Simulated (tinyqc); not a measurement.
# Convergence with the mesh

Model: Born-von Karman spring model of a cubic crystal with one atom per cell. Computed by tinyqc, a small Python program. Command: `OMP_NUM_THREADS=1 python tinyqc.py 3028118 3028119 out.jsonl springs sweep`. One thread of a shared host (Intel(R) Xeon(R) Processor @ 2.30GHz), about 0.2 s of CPU time with the checks.

First neighbours lie at a/2 (1,1,1) (8 of them), second at a (1,0,0) (6), with all permutations and signs; the volume per atom is Omega = a^3/2. Two shells of springs match a real metal only roughly, above all at the zone boundary.

Inputs (values chosen for the exercise, modelled on sodium):
```
quantity                value           unit
lattice constant a       4.23       angstrom
atomic mass M           22.99              u
radial spring k1L       0.244  eV/angstrom^2
transverse spring k1T   -0.01  eV/angstrom^2
radial spring k2L       0.034  eV/angstrom^2
transverse spring k2T  0.0054  eV/angstrom^2
temperature T             600              K
```

Lattice: bcc.

Constants: nu for 1 eV/(angstrom^2 u) = 15.6333042 THz; h x 1 THz = 4.135667696 meV; k_B = 8.617333262e-05 eV/K; hbar^2/u = 4.18015928e-03 eV angstrom^2.

Method:
- A neighbour at R with unit vector n couples by the matrix K(R) = kL n n^T + kT (1 - n n^T), and D(q) = (1/M) sum_R K(R) [1 - cos(q.R)].
- An eigenvalue lambda of D in eV/(angstrom^2 u) gives nu = 15.6333042 THz x sqrt(lambda).
- Mesh: q = sum_i (m_i + 1/2)/n b_i, m_i = 0..n-1, with b = [[0, 1, 1], [1, 0, 1], [1, 1, 0]] in 2 pi/a; sums are averages over the n^3 points, per atom.
- With x = h nu/(k_B T) and n = 1/(exp(x) - 1) for each mode: F = k_B T [x/2 + ln(1 - exp(-x))], U = k_B T x (n + 1/2), S/k_B = x n - ln(1 - exp(-x)), C/k_B = x^2 n (n + 1).
- <u_x^2> = (1/3) sum over modes of hbar^2/(2 M h nu) coth(x/2); zero-point energy = sum h nu/2. <u_x^2> converges slowly with the mesh, from below, with an error of order 1/n.

One run for each value:
```
mesh divisions n  <u_x^2> (angstrom^2)  heat capacity C (k_B/atom)  entropy S (k_B/atom)  zero-point energy (meV/atom)
2                               0.0763                       2.988                 7.609                         16.74
3                               0.1024                       2.988                 7.847                         16.09
4                               0.1199                       2.988                 7.930                         15.93
6                               0.1396                       2.988                 7.980                         15.87
8                               0.1493                       2.988                 7.992                         15.86
12                              0.1582                       2.988                 7.998                         15.85
16                              0.1624                       2.988                 7.999                         15.85
```

Describe and explain the trends.

Over the rows, <u_x^2> (angstrom^2) rises from 0.0763 to 0.162 (exponent d ln y / d ln x 0.72 between the first rows and 0.091 between the last); heat capacity C (k_B/atom) rises from 2.9883 to 2.9884, flat over part of the range; entropy S (k_B/atom) rises from 7.61 to 8.00 (exponent d ln y / d ln x 0.076 between the first rows and 5.7e-4 between the last). Against the finest mesh, the coarsest misses by 53 % in <u_x^2>, 0.0003 % in C, 4.9 % in S, 5.6 % in the zero-point energy. <u_x^2> converges slowest, since it weights each mode by 1/nu to 1/nu^2 and so the long waves near G.

Caution (rows 2, 3): the mesh is too coarse for this temperature: four more divisions change S by over 1 %. Caution (all rows): the root-mean-square displacement exceeds 12 % of the neighbour distance, where real crystals are near melting and the harmonic model fails.

Extremes, crossings and ranges named in words are read from the listed rows.
